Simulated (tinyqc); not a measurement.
What moves the results: band gaps under pressure and temperature from deformation potentials. A value that a table varies takes the place of the one given here.

Murnaghan: V/V0 = (1 + Bp P/B0)^(-1/Bp), B0 = (C11 + 2 C12)/3. Each gap moves by a ln(V/V0) with its volume potential a, and falls with temperature by aV T^2/(T + bV) (Varshni); the two effects are added. No change of phase is considered.

Constants: hc = 1239.841984 eV nm.

Values chosen for the exercise (near those of Ge, the X and L potentials typical of such crystals; not measured data):
```
symbol  value                  unit   meaning
Eg      0.896                  eV     gap at Gamma to the s-like level at 0 K, 0 GPa
EgX     0.912                  eV     gap to X at 0 K, 0 GPa
EgL     0.734                  eV     gap to L at 0 K, 0 GPa
C11     126.6                  GPa
C12     48.5                   GPa
Bp      4.07                          pressure derivative of the bulk modulus
aG      -9.63                  eV     volume potential of the Gamma gap
aX      1.71                   eV     volume potential of the X gap
aL      -2.57                  eV     volume potential of the L gap
aV      (0.599, 0.493, 0.474)  meV/K  Varshni alpha of Gamma, X, L
bV      (319, 249, 227)        K      Varshni beta of Gamma, X, L
T       500                    K      temperature
P       3.8                    GPa    pressure
```

## Gaps against pressure

The last column is the linear form E0 + c1 P for Gamma, c1 = -aG/B0.

Gaps (eV):
```
P (GPa)  ln(V/V0)  Gamma      X      L  lowest  Gamma, linear
0.00       0.0000  0.713  0.747  0.571       L          0.713
1.50      -0.0193  0.899  0.714  0.621       L          0.907
3.00      -0.0373  1.072  0.684  0.667       L          1.101
4.50      -0.0540  1.233  0.655  0.710       X          1.295
6.00      -0.0696  1.384  0.628  0.750       X          1.488
7.50      -0.0843  1.525  0.603  0.788       X          1.682
9.00      -0.0982  1.659  0.579  0.823       X          1.876
10.50     -0.1114  1.786  0.557  0.857       X          2.070
12.00     -0.1238  1.906  0.536  0.889       X          2.264
```

What does this show, and why?

Over 12 GPa Gamma moves by +1.192, L by +0.318 and X by -0.212 eV. The lowest valley changes: L to X between 3.00 and 4.50 GPa, and the fundamental gap peaks at 0.667 eV on these points. The linear form overshoots by 358 meV at the end, because the crystal stiffens; the gap is linear in ln V, not in P. Rows above about 11 GPa lie beyond the phase change of the real crystal.

## Gaps against temperature

At the pressure P; wavelength hc/E of the lowest gap.

Gaps (eV):
```
T (K)   Gamma       X       L  lowest  wavelength (nm)
0      1.3421  0.8328  0.8531       X           1488.8
50     1.3381  0.8287  0.8488       X           1496.2
100    1.3278  0.8187  0.8386       X           1514.5
200    1.2960  0.7889  0.8087       X           1571.7
300    1.2550  0.7520  0.7721       X           1648.8
400    1.2088  0.7112  0.7321       X           1743.2
500    1.1593  0.6682  0.6901       X           1855.4
600    1.1075  0.6237  0.6467       X           1987.8
```

What can be read from the table?

From 0 to 100 K the Gamma gap falls by 14.3 meV, from 500 to 600 K by 51.8 meV: quadratic below bV, linear with a slope tending to aV = 0.599 meV/K above. X stays lowest. A pressure of 0.67 GPa, with the slope -aG/B0 at zero pressure, would undo the fall of the Gamma gap from 0 to 300 K.

## What each parameter does

Gaps at P and T. Each row changes one parameter from the base and keeps the others.

Results:
```
case              Gamma (eV)  X (eV)  L (eV)
base                  1.1593  0.6682  0.6901
T = 550 K             1.1336  0.6461  0.6685
C11 = 113.94 GPa      1.1836  0.6639  0.6965
C12 = 43.65 GPa       1.1777  0.6650  0.6950
Bp = 3.663            1.1633  0.6675  0.6911
aG = -8.667 eV        1.1147  0.6682  0.6901
aX = 1.539 eV         1.1593  0.6761  0.6901
aL = -2.313 eV        1.1593  0.6682  0.6782
P = 4.18 GPa          1.1996  0.6611  0.7008
```

What can be read from the table?

The largest shifts from the base row, up to three for each result and ties (the steps differ in size, so this ranks the rows, not the parameters). Gamma (eV): aG -0.0446, P +0.0403, T -0.0257; unchanged at the printed digits by aX and aL. X (eV): T -0.0221, aX +0.0079, P -0.0072; unchanged at the printed digits by aG and aL. L (eV): T -0.0215, aL -0.0119, P +0.0108; unchanged at the printed digits by aG and aX.

Computed by tinyqc, a small Python program: `OMP_NUM_THREADS=1 python tinyqc.py 1081065 1081066 out.jsonl` (the numbers bound the seed that draws the inputs); one thread of a shared host (Intel(R) Xeon(R) Processor @ 2.30GHz), about 0.01 s for the whole set of steps.
